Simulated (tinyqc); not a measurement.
Gap voltage and exponent from three temperatures.

Problem. At constant current VBE(T) = Vg0 - a T - eta (kB T/q) ln T, where a is a constant. Find Vg0, eta and dVBE/dT at the middle temperature.

Constants: q = 1.602176634e-19 C, kB = 1.380649e-23 J/K. Results are converted to the units shown.

T (K): 233  300  360
VBE at a constant current (V): 0.7639894831  0.6160589392  0.4789153077

Answer. The relation is linear in Vg0, a and eta, so three points give a linear system; the slope is (VBE - Vg0 - eta kB T/q)/T. eta rests on the curvature of VBE(T) alone, so real fits need accuracy of some tens of microvolts or better.

Vg0 = 1.183 V
eta = 4.200
dVBE/dT = -2.252 mV/K

Program tinyqc, `OMP_NUM_THREADS=1 python tinyqc.py 2062036 2062037 out.jsonl`; Intel Xeon 2.30GHz, shared host, one thread, about 0.02 s.
